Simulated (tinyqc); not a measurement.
Channel direction: nanosheet or nanowire with hard walls, valleys of the Ge type.

Four ellipsoidal valleys along <111>: inverse mass tensor w = 1/mt + (1/ml - 1/mt) a a^T with a the unit axis. Device axes: x along the channel, z = [001], y = z x x. The Gamma and Delta valleys are left out; the heavy Delta valleys, about 0.18 eV up, lie lowest once the L levels pass about 0.2 eV.

Hard walls around a W x H rectangle. The block w_c of w in (y, z) confines; the transport mass follows from 1/m_x = w_xx - w_xc w_c^-1 w_cx. The cross-section problem c (w_yy ky^2 + 2 w_yz ky kz + w_zz kz^2), c = hbar^2/2m0, is solved in products sin(n pi y/W) sin(l pi z/H), n, l = 1 to 12; if w_yz = 0 the levels are c pi^2 (w_yy n^2/W^2 + w_zz l^2/H^2). The w_yz term couples (n, l) to (n', l') by -2 c w_yz D_nn'(W) D_ll'(H) with D_nm(L) = 4 n m/(L (n^2 - m^2)) for n + m odd and 0 otherwise.

Without degeneracy the line density is N1 exp((EF - Ec)/kB T) with N1 = sum 2 g sqrt(m_x kB T/(4 pi c)) exp(-E/kB T), here over n, l up to 80 where w_yz = 0 and over all levels of a 12 x 12 sine basis otherwise; the classical value is W H Nc with Nc = 2 g_all (m_dos kB T/(4 pi c))^(3/2), m_dos = (ml mt^2)^(1/3); dVt = kB T ln(W H Nc/N1).

Constants: hbar^2/2m0 = 3.80998211 eV angstrom^2; kB = 8.617333262e-05 eV/K.

Parameters, chosen for this exercise (near those of Ge; shifted at random, so the results belong to these values and not to a real crystal):

| symbol | value | unit | meaning |
|---|---|---|---|
| ml | 1.583 | m0 | longitudinal mass |
| mt | 0.083 | m0 | transverse mass |
| T | 77 | K | temperature |
| g_all | 4 |  | number of valleys |
| W | 35 | angstrom | width, along y |
| H | 44 | angstrom | height, along z = [001] |

The same rectangle along [100] and [110]; groups ordered by w_zz, then w_yy.

Lowest level of each group:

| channel, group | valleys g | w_yy | w_zz | \|w_yz\| | m_x (m0) | E (eV) |
|---|---|---|---|---|---|---|
| [100] A | 4 | 8.243 | 8.243 | 3.805 | 0.583 | 0.3953 |
| [110] A | 2 | 4.437 | 8.243 | 5.382 | 0.083 | 0.2293 |
| [110] B | 2 | 12.048 | 8.243 | 0.000 | 1.083 | 0.5299 |

The lowest subband has m_x = 0.583 m0 and 4 valleys along [100], and 0.083 m0 and 2 valleys along [110]; its edge lies at 0.3953 and 0.2293 eV. At equal energy above the edge the carriers of the [110] channel are faster by a factor 2.65.

Computed by tinyqc, a small Python program: `OMP_NUM_THREADS=1 python tinyqc.py 1252057 1252058 out.jsonl` (the numbers bound the seed that draws the inputs); one thread of a shared host (Intel(R) Xeon(R) Processor @ 2.30GHz), about 0.4 s for the whole set of steps.
